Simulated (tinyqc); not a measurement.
# A stack of flat layers between unequal leads with mass mismatch, transfer matrices: effects of single changes

One electron of energy E comes from the left lead (band edge 0); no transverse momentum. Parabolic bands, masses in units of m0, C = hbar^2/(2 m0); psi and psi'/m are continuous at every interface. The layers follow each other from left to right, then the right lead.

Parameters, values chosen for the exercise; masses and band edges of a made-up stack:
- mL = 0.042 m0 (mass in the left lead)
- U = [0.08, 0.02, -0.09, -0.15] eV (band edges of the layers, left to right)
- m = [0.11, 0.12, 0.047, 0.14] m0 (masses of the layers)
- d = [1.1, 0.7, 0.4, 0.9] nm (widths of the layers)
- UR = -0.21 eV (band edge of the right lead)
- mR = 0.14 m0 (mass in the right lead)
- E = 0.639 eV (electron energy)

Constants: q = 1.602176634e-19 C, hbar = 1.054571817e-34 J s, m0 = 9.1093837015e-31 kg, hbar^2/(2 m0) = 0.0380998212 eV nm^2. Results are converted to the units shown.

Each table varies one quantity; the others keep the values above.

## Effect of the right lead

For the pair (psi, psi'/m) a flat layer has M = [[cos kd, (m/k) sin kd], [-(k/m) sin kd, cos kd]] with k = sqrt(m (E - U)/C) above its edge U, and M = [[cosh Kd, (m/K) sinh Kd], [(K/m) sinh Kd, cosh Kd]] with K = sqrt(m (U - E)/C) below it. The matrices are multiplied with later layers to the left. With M acting on (psi, psi'/m) and v = k/m in each lead, T(E) = 4 vL vR/[(vL vR M12 - M21)^2 + (vR M11 + vL M22)^2]. The layers inside are not moved.

Effect of the right lead:

| UR (eV) | vR (1/nm) | T(E) | bare step 4 vL vR/(vL + vR)^2 |
|---|---|---|---|
| -1.2 | 18.57 | 0.7043 | 0.9987 |
| -0.946 | 17.24 | 0.7268 | 0.9946 |
| -0.693 | 15.80 | 0.7514 | 0.9864 |
| -0.439 | 14.22 | 0.7786 | 0.9716 |
| -0.186 | 12.44 | 0.8077 | 0.9458 |
| 0.068 | 10.35 | 0.8362 | 0.8990 |
| 0.322 | 7.709 | 0.8495 | 0.8035 |
| 0.575 | 3.464 | 0.6953 | 0.5036 |

T(E) goes from 0.704 through a maximum of 0.849 (at UR = 0.322 eV among the rows listed) to 0.695, while the bare step between the leads falls from 0.999 to 0.504 (it is 1 where vR equals vL = 20.0 1/nm). The largest T(E) among the rows, 0.8495, is at UR = 0.322 eV. In every row a layer is thinner than 0.8 nm, a few atomic planes, where an effective mass is a rough description.

## Transmission against energy

Same model as above.

The last column is exp(-2 sum K d) over the layers with U > E.

Transmission against energy:

| E (eV) | T(E) | exp(-2 sum K d) |
|---|---|---|
| 0.096 | 0.7719 | 1.000 |
| 0.284 | 0.8279 | 1.000 |
| 0.471 | 0.8028 | 1.000 |
| 0.659 | 0.8075 | 1.000 |
| 0.847 | 0.8529 | 1.000 |
| 1.034 | 0.9190 | 1.000 |
| 1.222 | 0.9771 | 1.000 |
| 1.409 | 0.9989 | 1.000 |
| 1.597 | 0.9754 | 1.000 |
| 1.785 | 0.9199 | 1.000 |
| 1.972 | 0.8540 | 1.000 |
| 2.16 | 0.7932 | 1.000 |

T(E) runs from 0.772 at 0.096 eV to 0.793 at 2.16 eV; among the rows its largest value is 0.999 at 1.409 eV. In every row a layer is thinner than 0.8 nm, a few atomic planes, where an effective mass is a rough description.

Range of the model: Masses are held fixed, although real bands cease to be parabolic a few tenths of an eV from their edges (inside a barrier too).

Numbers from tinyqc (`OMP_NUM_THREADS=1 python tinyqc.py 2560117 2560118 out.jsonl`; about 0.01 s on one thread of a shared Intel Xeon 2.30GHz).
